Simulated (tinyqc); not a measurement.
# Ideality from Voc and Vmp

Inverse problem. An ideal cell J = Jsc - J0 (exp(V/(n Vt)) - 1) has exp((Voc - Vmp)/(n Vt)) = 1 + Vmp/(n Vt) at maximum power. Find n, J0 and FF.

Values chosen for this exercise: temperature T = 273 K.

Constants: q = 1.602176634e-19 C, kB = 1.380649e-23 J/K, Vt = kB T/q. Results are converted to the units shown.

Jsc = 2.69 mA/cm^2
Voc = 0.69765759 V
Vmp = 0.59164305 V

Solution. With a = n Vt, a ln(1 + Vmp/a) rises steadily with a, so Voc - Vmp fixes it; J0 follows from Voc.

n = 1.60
J0 = 2.40e-11 A/cm^2
FF = 0.797

Computed by the program tinyqc: `OMP_NUM_THREADS=1 python tinyqc.py 2280032 2280033 out.jsonl`, one thread of a shared Intel Xeon 2.30GHz, about 0.01 s for the whole run.
